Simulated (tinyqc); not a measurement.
Worked calculation: Weaire-Thorpe hybrids on a Bethe lattice: gap and dangling bond of an amorphous tetrahedral solid. Values are carried at full precision from step to step, so a last printed digit may differ when a step is redone from the rounded ones.

Four sp3 hybrids an atom at energy 0, coupled by -V1 on the atom and by -V2 along a bond; the bonds form a tree (no rings). For any network the gap runs at least from -V2 + V1 to V2 - 3 V1, and p-like states pile up at -V2 + V1 and V2 + V1. On the tree the gap is wider: it ends at Ec = -V1 + sqrt(V2^2 + 4 V1^2 - 2 sqrt3 V1 V2), which makes it well wider than the gaps of the real glasses. A branch seen from a hybrid has the self-energy S = V2^2 g, where g is the Green function of the hybrid across the bond, whose three partners carry S themselves. With a = z - V1, b = a - S: g = 1/(a + V1 b/(b + 3 V1)), z = E + i eta. A full atom has G = (1/b)(b + 3 V1)/(b + 4 V1) per hybrid; a dangling hybrid with shift dh has G = 1/(1/g - dh).

Values chosen for the exercise (of the size of tabulated hybrid energies for amorphous silicon; shifted at random, so the results belong to these values and not to a real crystal):
- V1 = 1.84 eV (coupling of two hybrids on one atom)
- V2 = 4.34 eV (coupling of the two hybrids of a bond)
- E = -2.23 eV (energy)
- eta = 0.02 eV (broadening)
- dh = 0.03 eV (shift of the dangling hybrid (rehybridisation))

## Edges

Bounds -V2 + V1 and V2 - 3 V1. On the tree the s-like bands are narrower: E = -V1 -/+ sqrt(V2^2 + 4 V1^2 + V1 V2 e) with e from -2 sqrt3 to 2 sqrt3 (for a crystal, -4 to 4), so the conduction edge is -V1 + sqrt(V2^2 + 4 V1^2 - 2 sqrt3 V1 V2).

edges (eV): Ev -2.5000, Ec(bound) -1.1800, Ec(tree) 0.3314

gaps (eV): (bound, reached in the crystal) 1.3200, (tree) 2.8314

The gap needs no periodicity, only V2 > 2 V1 (here V2/V1 = 2.359); leaving out rings widens it by 1.511 eV. Two parameters give the trend, not the value.

## The self-energy at one energy

S = V2^2 g is a quadratic A S^2 + B S + C = 0 with A = a + V1, B = -(a (a + 4 V1) + V2^2), C = V2^2 (a + 3 V1), a = z - V1. Of the two roots take the one with Im S < 0 (if both qualify, the decaying one, with the smaller |V1 V2 g/(b + 3 V1)|).

A, B, C: -2.2300+0.0200i  -5.4449+0.0156i  27.3116+0.3767i

roots (eV): 2.4855+0.0326i  -4.9271-0.0475i

S = -4.9271-0.0475i eV

## Densities at that energy

With z = E + i eta, b = z - V1 - S: full atom G = (b + 3 V1)/(b (b + 4 V1)); g = S/V2^2; dangling hybrid 1/(1/g - dh); densities -Im G/pi.

G (1/eV): (bulk) 0.9001-0.0688i, (dangling with dh = 0) -0.2616-0.0025i, (dangling with dh) -0.2595-0.0025i
densities (1/eV): (bulk) 0.0219, (dangling with dh = 0) 0.0008, (dangling with dh) 0.0008

## The dangling-bond level

For eta = 0 the level solves 1/g(E) = dh inside the gap (bisection); its weight on the dangling hybrid is 1/(d(1/g)/dE), by central differences with step 1e-5 eV.

level = 0.0137 eV
above Ev = 2.5137 eV
weight on the dangling hybrid = 0.454

The level lies at 89 % of the gap of the tree; 55 % of it spreads over the back bonds.

## Checks

- Conduction edge from the formula against the zero of the discriminant: both 0.331421.
- S from the quadratic against damped iteration of S = V2^2 g: both -4.927065.

Program tinyqc; command `OMP_NUM_THREADS=1 python tinyqc.py 1481190 1481191 out.jsonl`; about 0.03 s on one thread of a shared Intel(R) Xeon(R) Processor @ 2.30GHz.
